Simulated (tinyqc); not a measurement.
From results back to parameters: image-charge renormalisation of a gap near a dielectric or metal. Two cases, with inputs chosen for the exercise.

Problem. A small molecule or defect in vacuum at height z above the image plane of a substrate has both its electron and hole levels stabilised by (e^2/4 pi eps0)(es - 1)/((es + 1) 4 z), so its gap shrinks by twice that. The reduced gap is given.

Constants: e^2/(4 pi eps0) = 14.39964547 eV angstrom.

Case 1.

Values chosen: E0 = 7.03 eV (quasiparticle gap far from the surface); es = 11.7 (dielectric constant of the substrate (1e4: a metal)).

gap near the surface = 6.18750 eV

Case 2.

Values chosen: E0 = 7.73 eV (quasiparticle gap far from the surface); es = 10000 (dielectric constant of the substrate (1e4: a metal)).

gap near the surface = 5.83569 eV

Find: reduction; (es - 1)/(es + 1); z.

Solution. z = (e^2/4 pi eps0)(es - 1)/((es + 1) 2 x reduction). Local and hybrid functionals miss this shift, since it is a non-local correlation effect.

Case 1.

reduction = 0.8425 eV
(es - 1)/(es + 1) = 0.8425
z = 7.20 angstrom

Case 2.

reduction = 1.8943 eV
(es - 1)/(es + 1) = 0.9998
z = 3.80 angstrom

Computed by tinyqc, one run a case: `OMP_NUM_THREADS=1 python tinyqc.py N N+1 out.jsonl` with N = 1850685, 1850762; one thread of a shared Intel(R) Xeon(R) Processor @ 2.30GHz, about 0.02 s a run at most.
